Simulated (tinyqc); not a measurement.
The coupled modes against doping: free-carrier optics of a doped semiconductor (Drude model with one polar phonon).

eps(E) = ei [1 - Ep^2/(E^2 + i E Gam)] + (es - ei) wT^2/(wT^2 - E^2 - i E gT), with Ep^2 = 8 pi c (e^2/(4 pi eps0)) N/(m ei), c = hbar^2/2m0, N in 1/angstrom^3 (1e-24 per 1/cm^3); Gam = hbar/tau, tau = mu m m0/e with m0/e = 5.685630e-12 kg/C and mu in m^2/(V s). Energies in meV.

Constants: hbar^2/2m0 = 3.80998211 eV angstrom^2; e^2/(4 pi eps0) = 14.39964547 eV angstrom.

Inputs chosen for the exercise (mass and dielectric values near those of GaN; N and mu are free inputs; interband absorption and the rise of the mass with filling are left out; shifted at random, so the results belong to these values and not to a real crystal): m = 0.215 m0 (conductivity mass); ei = 5.34 (high-frequency dielectric constant); wT = 69 meV (TO phonon); es = 9.3 (static dielectric constant).

L-, L+ solve E^4 - (wL^2 + Ep^2) E^2 + Ep^2 wT^2 = 0, wL = wT sqrt(es/ei); damping left out; energies in meV.

Modes:

| N (1/cm^3) | Ep | L- | L+ | Ep sqrt(ei/es) |
|---|---|---|---|---|
| 2.0e+17 | 15.50 | 11.67 | 91.63 | 11.74 |
| 7.0e+17 | 28.99 | 21.49 | 93.12 | 21.97 |
| 2.0e+18 | 49.01 | 34.72 | 97.41 | 37.14 |
| 4.0e+18 | 69.31 | 45.56 | 104.98 | 52.52 |
| 7.0e+18 | 91.69 | 53.86 | 117.46 | 69.48 |
| 1.0e+19 | 109.59 | 58.13 | 130.09 | 83.04 |
| 3.0e+19 | 189.81 | 65.46 | 200.09 | 143.83 |
| 7.0e+19 | 289.95 | 67.52 | 296.31 | 219.71 |
| 2.0e+20 | 490.10 | 68.49 | 493.76 | 371.37 |

wL = 91.06 meV

What can be read from this table?

At low density L- follows Ep sqrt(ei/es) (11.67 against 11.74), a plasmon screened by the lattice, and L+ starts at wL. At the highest density L- has come within 0.51 meV of wT, since the carriers screen the field that lifts wL, and L+ is within 3.66 meV of Ep. The branches are closest, 59.42 meV, at 4e+18 1/cm^3 of those listed. The mass is held fixed, while in a real band it rises with filling.

Computed by tinyqc, a small Python program: `OMP_NUM_THREADS=1 python tinyqc.py 1682221 1682222 out.jsonl` (the numbers bound the seed that draws the inputs); one thread of a shared host (Intel(R) Xeon(R) Processor @ 2.30GHz), about 0.01 s for the whole set of steps.
